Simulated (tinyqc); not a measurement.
Inside a calculation. Model: two-step dopant diffusion (predeposition and drive-in) with a constant diffusivity. Computed by tinyqc, a small Python program that keeps every step. Command: `OMP_NUM_THREADS=1 python tinyqc.py 3023325 3023326 out.jsonl dopdiff walk`. One thread of a shared host (Intel(R) Xeon(R) Processor @ 2.30GHz), about 0.08 s of CPU time with the checks. Intermediate numbers are printed to about 7 digits and carried at full precision; extremes and crossings named in words are read from the listed rows.

Fick diffusion into a half space x > 0 whose background doping C_B is of the opposite type, so that a junction lies where C = C_B.

Inputs (values chosen for the exercise, modelled on arsenic in silicon):

| quantity | value | unit |
|---|---|---|
| prefactor D0 | 7.8 | cm^2/s |
| activation energy E | 3.96 | eV |
| surface concentration C_s | 4.4e+19 | 1/cm^3 |
| background doping C_B | 6.8e+15 | 1/cm^3 |
| predeposition temperature T1 | 975 | C |
| predeposition time t1 | 45 | min |
| drive-in temperature T2 | 1025 | C |
| drive-in time t2 | 90 | min |
| mean mobility in the layer mu | 180 | cm^2/(V s) |
| ramp rate | 5 | C/min |
| stand-by temperature | 800 | C |

Furnace ramps of the drive-in: linear ramps.

Constants: k_B = 8.617333262e-05 eV/K; e = 1.602176634e-19 C.

## Diffusivities

D = D0 exp(-E/(k_B T)). Temperatures in kelvin are T(C) + 273.15. Times in seconds are 60 times the minutes.

D1 = 7.987531e-16 cm^2/s

D2 = 3.298198e-15 cm^2/s

product D1 t1 = 2.156633e-12 cm^2

## Thermal budget with ramps

One ramp between the stand-by temperature and T2 adds int D dT / rate (40-point Gauss-Legendre); the usual estimate counts it as an extra time k_B T2^2/(E rate) at T2. (Dt)2 = D2 t2 + two ramps, times in seconds.

budget of one ramp = 1.375086e-12 cm^2

estimated extra time of one ramp = 7.334279 min

drive-in budget (Dt)2 = 2.056044e-11 cm^2

The integral equals 6.95 min at T2, against the estimate 7.33 min; both ramps make 13 % of the budget.

## Predeposition

C = C_s erfc(x/(2 sqrt(D1 t1))); dose Q = 2 C_s sqrt(D1 t1/pi); the junction solves erfc(z) = C_B/C_s with x_j = 2 z sqrt(D1 t1).

dose Q = 7.291148e+13 1/cm^2

z = 2.675444

junction depth after predeposition = 0.07858037 um

## Drive-in as a Gaussian

With a sealed surface and a thin source, C = Q/sqrt(pi (Dt)2) exp(-x^2/(4 (Dt)2)); x_j = 2 sqrt((Dt)2 ln(C(0)/C_B)); gradient at the junction |dC/dx| = C_B x_j/(2 (Dt)2).

surface concentration C(0) (Gaussian) = 9.072035e+18 1/cm^3

junction depth x_j = 0.2432723 um

gradient at the junction = 4.022899e+21 1/cm^4

The drive-in moves the junction from 0.0786 to 0.243 um and lowers the surface value by a factor 4.85. Caution: the drive-in budget is under fifteen times D1 t1, so the source is not thin and the Gaussian junction is too shallow. Caution: the surface value exceeds the intrinsic carrier density during the drive-in as well. Caution: C_s exceeds the intrinsic carrier density of silicon at the predeposition temperature (2e18 to 1e19 per cm^3), where real diffusivities rise with concentration and profiles turn box-like.

## Sheet resistance

Net dose Q_net = Q erf(x_j/(2 sqrt((Dt)2))) - C_B x_j; R_s = 1/(e mu Q_net), with every dopant ionised and one mobility.

net dose = 7.273523e+13 1/cm^2

sheet resistance R_s (Gaussian) = 476.7298 ohm/square

## Exact junction depth

Exact two-step profile: C = (2 C_s/pi) int_0^alpha exp(-beta (1 + u^2))/(1 + u^2) du with alpha = sqrt(D1 t1/(Dt)2), beta = x^2/(4 (D1 t1 + (Dt)2)). The integral takes 48 Gauss-Legendre points; solve C(x) = C_B.

exact junction depth = 0.2512680 um

## Gaussian against the exact two-step profile

Gaussian: C = Q/sqrt(pi (Dt)2) exp(-x^2/(4 (Dt)2)). Depths are fractions of the Gaussian x_j.

Profiles:

| x/x_j | x (um) | Gaussian (1/cm^3) | exact (1/cm^3) | ratio |
|---|---|---|---|---|
| 0.0 | 0.0000000 | 9.072035e+18 | 8.773419e+18 | 1.034036 |
| 0.2 | 0.0486545 | 6.802944e+18 | 6.701806e+18 | 1.015091 |
| 0.4 | 0.0973089 | 2.868623e+18 | 2.988331e+18 | 0.959941 |
| 0.6 | 0.1459634 | 6.801963e+17 | 7.787070e+17 | 0.873495 |
| 0.8 | 0.1946179 | 9.069418e+16 | 1.188008e+17 | 0.763414 |
| 1.0 | 0.2432723 | 6.800000e+15 | 1.063653e+16 | 0.639306 |
| 1.2 | 0.2919268 | 2.866967e+14 | 5.604305e+14 | 0.511565 |

With D1 t1/(Dt)2 = 0.10, the Gaussian is 3.4 % high at the surface and 36 % low at its own junction; the exact junction lies at 0.2513 um, 3.3 % deeper. The dose is the same, but the real source already has a width, which carries into the tail.

Checks made by the program: exact profile against the direct convolution of the erfc with the Gaussian kernel (relative difference below 1e-10).
